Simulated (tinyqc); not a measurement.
The C-V curve with and without traps: MOS capacitor with interface traps: C-V stretch-out, conductance peak and subthreshold swing. Computed by tinyqc, a small Python program. Command: `OMP_NUM_THREADS=1 python tinyqc.py 3005277 3005278 out.jsonl mostraps walk`. One thread of a shared host (Intel(R) Xeon(R) Processor @ 2.30GHz), about 0.01 s of CPU time with the checks.

Energies at the interface are counted from the valence band. psi > 0 means bending towards depletion, so the surface potential is +psi. Boltzmann statistics, full ionisation, no quantum confinement. Traps are neutral when filled up to E_n, with a sharp (zero-temperature) occupation.

Inputs (values chosen for the exercise, for a model semiconductor):
```
quantity                           value         unit
gap E_g                            0.612           eV
electron mass m_e                  0.174          m_0
valleys M_c                            4            -
hole mass m_h                      0.433          m_0
dielectric constant eps_s           14.6            -
doping N                         1.5e+16        cm^-3
insulator constant eps_ox           20.4            -
insulator thickness t_ox             2.1           nm
work-function difference phi_ms    -0.35            V
fixed charge N_f                 2.1e+10        cm^-2
trap density D_0                 1.5e+11  cm^-2 eV^-1
neutrality level E_n               0.304           eV
temperature T                        350            K
peak density D_1                 2.4e+12  cm^-2 eV^-1
peak width w                        0.15           eV
peak position E_p                   0.28           eV
```

Substrate: p-type. Trap spectrum: flat plus a Gaussian peak.

Constants: m_0 = 9.1093837015e-31 kg; k_B = 1.380649e-23 J/K; h = 6.62607015e-34 J s; k_B = 8.617333262e-05 eV/K; eps_0 = 8.8541878128e-12 F/m; e = 1.602176634e-19 C.

Method:
- N_c = 2 M_c (2 pi m_e k_B T/h^2)^(3/2) and N_v = 2 (2 pi m_h k_B T/h^2)^(3/2), masses in units of m_0.
- n_i = sqrt(N_c N_v) exp(-E_g/2 k_B T); E_F = k_B T ln(N_v/N); phi_B = (k_B T/e) ln(N/n_i); L_D = sqrt(eps_s eps_0 k_B T/(e^2 N)); C_ox = eps_ox eps_0/t_ox.
- With u = psi/k_B T and r = (n_i/N)^2: F = sqrt(exp(-u) + u - 1 + r (exp(u) - u - 1)); Q_s = -sign(u) sqrt(2) eps_s eps_0 (k_B T/e) F/L_D; C_s = (eps_s eps_0/(sqrt(2) L_D)) |1 - exp(-u) + r (exp(u) - 1)|/F; at high frequency, below strong inversion, the terms in r are dropped.
- D(E) = D_0 + D_1 exp(-(E - E_p)^2/2 w^2).
- E_F at the interface is E_s = E_F + psi; Q_it = -e int from E_n to E_s of D(E) dE; C_it = e D(E_s) (per volt); V_G = phi_ms + psi - (Q_s + Q_it + e N_f)/C_ox.
- C/C_ox = 1/(1 + C_ox/(C_s + C_it)) at low frequency; without traps C_it = Q_it = 0; the high-frequency column uses C_s(HF) alone.

k_B T = 0.0301607 eV

phi_B = 0.112748 V

n_i = 3.56939e+14 cm^-3

Debye length L_D = 40.2782 nm

bulk E_F = 0.192969 eV

C_ox = 8.60121 microF/cm^2

Along the curve:
```
psi (V)  E_s (eV)   V_G (V)  V_G, no traps (V)  C_LF/C_ox  C_LF/C_ox, no traps  C_HF/C_ox  D (cm^-2 eV^-1)
-0.0754   0.11757  -0.43813           -0.43048    0.11332             0.091016   0.091016       1.4853e+12
0.0151    0.20807  -0.33920           -0.33477    0.06930             0.030837   0.030821       2.2893e+12
0.0338    0.22677  -0.31914           -0.31553    0.06665             0.025944   0.025915       2.4035e+12
0.0658    0.25877  -0.28492           -0.28278    0.06341             0.020233   0.020158       2.5261e+12
0.0977    0.29067  -0.25091           -0.25028    0.06049             0.016708   0.016517       2.5439e+12
0.1300    0.32297  -0.21659           -0.21747    0.05704             0.014578   0.014077       2.4535e+12
0.1620    0.35497  -0.18273           -0.18502    0.05316             0.013707   0.012399       2.2682e+12
0.1940    0.38697  -0.14899           -0.15256    0.04968             0.014595   0.011174       2.0111e+12
0.2250    0.41797  -0.11640           -0.12105    0.04876             0.018817   0.010268       1.7222e+12
```

The same range of bending takes 0.322 V with traps and 0.309 V without: a stretch-out of 4.0 %. The minimum of C_LF/C_ox among these rows rises from 0.014 to 0.049. Fixed charge shifts both curves rigidly by 0.000 V, while the shift from trap charge changes sign where E_s passes E_n.

Extremes, crossings and ranges named in words are read from the listed rows.
